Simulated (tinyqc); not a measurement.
Worked calculation: two-valley model of the transferred-electron effect. Computed by tinyqc, a small Python program that keeps every step. Command: `OMP_NUM_THREADS=1 python tinyqc.py 3020832 3020833 out.jsonl gunn walk`. One thread of a shared host (Intel(R) Xeon(R) Processor @ 2.30GHz), about 0.01 s of CPU time with the checks. Intermediate numbers are printed to about 5 digits and carried at full precision; extremes and crossings named in words are read from the listed rows.

Both kinds of valley share one electron temperature T_e, and each has a constant mobility.

Inputs (values chosen for the exercise, modelled on InP):

| quantity | value | unit |
|---|---|---|
| central-valley mass m1 | 0.079 | m_0 |
| satellite-valley mass m2 | 0.28 | m_0 |
| satellite valleys Z | 4 | - |
| valley separation dE | 0.56 | eV |
| central-valley mobility mu1 | 5000 | cm^2/(V s) |
| satellite-valley mobility mu2 | 160 | cm^2/(V s) |
| energy relaxation time tau_E | 0.6 | ps |
| lattice temperature T | 300 | K |
| electric field F | 3.9 | kV/cm |
| mixing | 0.05 | - |
| iteration cap | 600 | - |
| doping n | 1e+15 | 1/cm^3 |
| device length L | 3.4 | micrometre |
| permittivity eps | 12.5 | - |

Solver: damped fixed point.

Constants: k_B = 8.617333262e-05 eV/K; eps_0 = 8.8541878128e-12 F/m; e = 1.602176634e-19 C.

## Equilibrium

Density-of-states ratio R = Z (m2/m1)^(3/2); n2/n1 = R exp(-dE/(k_B T_e)); mean mobility mu = (mu1 + mu2 n2/n1)/(1 + n2/n1); energy balance e mu F^2 = (3/2) k_B (T_e - T)/tau_E; v = mu F.

R = 26.690

n2/n1 without field = 1.0442e-08

low-field mobility = 5000.0 cm^2/(V s)

dE is 21.7 k_B T, so the satellites are empty without field.

## First two iterations

Fixed point from T_e = T: T_out = T + (2/3) e mu(T_e) F^2 tau_E/k_B, T_new = T_e + mixing (T_out - T_e); stop when |T_out - T_e| is below 1e-6 K.

T_out of iteration 1 = 653.01 K

T_e after iteration 1 = 317.65 K

mu at that T_e = 5000.0 cm^2/(V s)

T_e after iteration 2 = 334.42 K

## Electron temperature

The formulas are those given above.

Course of the iteration:

| iteration | T_e (K) | mu (cm^2/(V s)) | \|T_out - T_e\| (K) |
|---|---|---|---|
| 1 | 300.00 | 5000.0 | 3.5301e+02 |
| 2 | 317.65 | 5000.0 | 3.3536e+02 |
| 3 | 334.42 | 5000.0 | 3.1859e+02 |
| 4 | 350.35 | 5000.0 | 3.0266e+02 |
| 5 | 365.48 | 5000.0 | 2.8753e+02 |
| 6 | 379.86 | 5000.0 | 2.7315e+02 |
| 7 | 393.52 | 5000.0 | 2.5949e+02 |
| ... | ... | ... | ... |
| 377 | 652.58 | 4993.9 | 1.3233e-06 |
| 378 | 652.58 | 4993.9 | 1.2567e-06 |
| 379 | 652.58 | 4993.9 | 1.1935e-06 |
| 380 | 652.58 | 4993.9 | 1.1334e-06 |
| 381 | 652.58 | 4993.9 | 1.0764e-06 |
| 382 | 652.58 | 4993.9 | 1.0222e-06 |
| 383 | 652.58 | 4993.9 | 9.7076e-07 |

electron temperature T_e = 652.58 K

Converged in 383 iterations.

## Velocity

The formulas are those given above.

share in the satellites = 0.12618 %

mean mobility = 4993.9 cm^2/(V s)

drift velocity = 1.9476 1e7 cm/s

## Peak, valley and negative differential mobility

Using T_e as the parameter, F(T_e) = sqrt(3 k_B (T_e - T)/(2 e mu tau_E)) and v = mu F; find the first maximum and the next minimum of v, and the most negative dv/dF between them.

threshold field = 9.0257 kV/cm

peak velocity = 3.1201 1e7 cm/s

T_e at the threshold = 1607.2 K

field of the velocity minimum = 30.845 kV/cm

valley velocity = 2.7261 1e7 cm/s

peak-to-valley ratio = 1.1445

most negative differential mobility = -352.74 cm^2/(V s)

At the threshold k_B T_e is dE/4.0. The field of this run lies below the threshold.

## Does a domain form?

Space charge grows at the rate n e |mu_d|/(eps eps_0) during the transit time L/v, with v the valley velocity; Kroemer's criterion asks n L > eps eps_0 v/(e |mu_d|). Transit frequency v/L.

critical n L = 5.3386e+11 1/cm^2

n L of the device = 3.40e+11 1/cm^2

transit frequency = 80.179 GHz

n L is 0.637 times the critical product: the field profile stays stable.

## Velocity against field

The formulas are those given above.

The curve:

| F (kV/cm) | T_e (K) | share in the satellites (%) | v (1e7 cm/s) | low-field line (1e7 cm/s) |
|---|---|---|---|---|
| 0.39 | 303.5 | 1.3433e-06 | 0.1950 | 0.195 |
| 0.97 | 321.8 | 4.5404e-06 | 0.4850 | 0.485 |
| 1.90 | 383.8 | 1.1818e-04 | 0.9500 | 0.950 |
| 2.70 | 469.2 | 2.5771e-03 | 1.3500 | 1.350 |
| 3.90 | 652.6 | 1.2618e-01 | 1.9476 | 1.950 |
| 5.50 | 979.1 | 3.3800e+00 | 2.6600 | 2.750 |
| 7.80 | 1418.6 | 2.1471e+01 | 3.0894 | 3.900 |
| 12.00 | 1998.4 | 5.0809e+01 | 3.0490 | 6.000 |
| 20.00 | 2916.3 | 7.4192e+01 | 2.8182 | 10.000 |
| 39.00 | 5299.3 | 8.8676e+01 | 2.7616 | 19.500 |

v falls between 7.8 and 39 kV/cm, while the share in the slow valleys goes from 21 to 89 %: transfer outruns the rise of the field. With constant mobilities n2/n1 tends to R and v ends on the line (mu1 + R mu2) F/(1 + R), a mobility of 335; real satellites saturate instead. Rows with T_e above 3000 K lie outside the range of a Maxwellian in parabolic valleys.

Checks made by the program: field recovered from T_e by the energy balance (relative difference 1e-09).
